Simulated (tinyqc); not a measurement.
# A particle near a wafer in liquid: double-layer and van der Waals forces (DLVO), deposition barrier and removal, step by step

A worked calculation. Computed by tinyqc, a small Python program that keeps every step. Command: `OMP_NUM_THREADS=1 python tinyqc.py 3113801 3113802 out.jsonl dlvo walk`. One thread of a shared host (Intel(R) Xeon(R) Processor @ 2.30GHz), about 0.01 s of CPU time with the checks. Intermediate numbers are printed to about 6 digits and carried at full precision; extremes and crossings named in words are read from the listed rows.

Sphere and flat wall, Derjaguin approximation, constant potentials in the linear-superposition form, no retardation and no hydration force.

Inputs (values chosen for the exercise, of the order of those for polymer latex on silicon in water):
```
quantity,value,unit
particle radius R,99,nm
Hamaker constant A,1.4e-20,J
potential of the particle psi_1,-55,mV
potential of the wafer psi_2,-63,mV
salt concentration c,0.081,mol/L
valence z of the symmetric salt,1,-
temperature T,323,K
dielectric constant of the liquid,69.9,-
gap h,14,nm
contact distance h0,0.4,nm
contact radius over R,0.098,-
viscosity,0.54,mPa s
```

Constants: e = 1.602176634e-19 C; N_A = 6.02214076e+23 1/mol; eps_0 = 8.8541878128e-12 F/m; k_B = 1.380649e-23 J/K; k_B = 8.617333262e-05 eV/K.

## Screening

kappa^2 = 2 z^2 e^2 N_A (1000 c)/(eps eps_0 k_B T); gamma_i = tanh(z e psi_i/(4 k_B T)); Z = 64 pi eps eps_0 (k_B T/(z e))^2 gamma_1 gamma_2.

kappa = 0.952549 1/nm

Debye length = 1.04981 nm

gamma_1 = -0.457386

gamma_2 = -0.512309

Z = 22.5902 pN

kappa R = 94.3024

Like signs: the double layers repel.

## Energy and force at one gap

U(h) = Z R exp(-kappa h) - A R/(6 h); F(h) = -dU/dh = kappa Z R exp(-kappa h) - A R/(6 h^2), positive for repulsion.

double-layer energy = 8.10314e-04 k_B T

van der Waals energy = -3.69997 k_B T

U(h) = -3.69916 k_B T

F(h) = -1.17513 pN

## The curve

The formulas are those given above.

Against the gap:
```
h (nm),kappa h,U (k_B T),F (pN)
0.4,0.3810,213.107,1.16045e+01
0.6,0.5715,196.844,5.61239e+02
1.0,0.9525,141.657,5.90782e+02
1.5,1.4288,85.621,4.07736e+02
2.5,2.3814,25.631,1.59931e+02
4.0,3.8102,-1.845,3.27358e+01
7.0,6.6678,-6.762,-2.00637e+00
12.0,11.4306,-4.311,-1.58104e+00
20.0,19.0510,-2.590,-5.77489e-01
40.0,38.1020,-1.295,-1.44375e-01
```

Caution: in rows where h is not small against R, A R/(6 h) overstates the van der Waals term. Caution: in rows with kappa h below 1 linear superposition is only rough.

## Barrier and secondary minimum

F = 0 reads x^2 exp(-x) = y with x = kappa h and y = A kappa/(6 Z); the left side peaks at x = 2 with 4/e^2 = 0.5413, so roots exist for smaller y: x < 2 is the barrier, x > 2 the secondary minimum.

y = 0.0983883

position of the barrier = 0.398028 nm

barrier height = 213.110 k_B T

position of the secondary minimum = 6.14415 nm

energy at the secondary minimum = -6.99021 k_B T

A barrier above 15 k_B T practically stops deposition. The secondary minimum is deep enough to hold particles loosely. Caution: the maximum lies inside the contact distance, where the model does not apply; the energy at contact is the barrier that counts.

## Critical salt concentration

The barrier height is zero when U = 0 and F = 0 together: kappa h = 1 and kappa = 6 Z/(e A), e = 2.718282 here; c follows from kappa^2, with the potentials held fixed.

critical kappa = 3.56164 1/nm

critical concentration = 1.13242 mol/L

Caution: above about 1 mol/L the Debye length is of molecular size and surface potentials do not stay fixed, so this value is formal.

## Adding salt

kappa scales as sqrt(c); potentials are held fixed. A dash marks rows without a maximum.

Against the concentration:
```
c (mol/L),Debye length (nm),barrier at (nm),barrier (k_B T),minimum at (nm),minimum (k_B T)
1.13e-04,28.1071,1.75799,441.628,2.88475e+02,-1.62068e-01
1.13e-03,8.8882,1.01442,396.345,7.82677e+01,-5.86667e-01
1.13e-02,2.8107,0.59944,318.767,2.04384e+01,-2.18589e+00
5.66e-02,1.2559,0.42689,235.641,7.68816e+00,-5.63698e+00
2.26e-01,0.6285,0.33174,139.680,3.16824e+00,-1.31063e+01
5.66e-01,0.3971,0.29283,63.016,1.68079e+00,-2.35366e+01
1.02e+00,0.2958,0.28113,9.641,1.07438e+00,-3.49374e+01
1.70e+00,0.2292,0.28909,-37.149,6.83380e-01,-5.03816e+01
3.40e+00,0.1620,-,-,-,-
```

At low salt the barrier tends to Z R = 501 k_B T; it is half of that between 0.011 and 0.057 mol/L and changes sign at 1.1 mol/L, while the secondary minimum deepens to -35 k_B T at 0.9 of that.

## Removing an attached particle

Adhesion F_a = A R/(6 h0^2) [1 + a^2/(R h0)] - kappa Z R exp(-kappa h0), a the contact radius. Drag in a shear flow F_d = 1.7 x 6 pi mu R^2 G, acting at 1.4 R; rolling starts when 1.4 R F_d = a F_a. Wall shear stress = mu G.

van der Waals adhesion = 4875.53 pN

net adhesion F_a = 3420.17 pN

wall shear stress for rolling = 762.300 Pa

shear rate G = 1.41167e+06 1/s

Checks made by the program: force against a difference of U (relative difference below 1e-10).
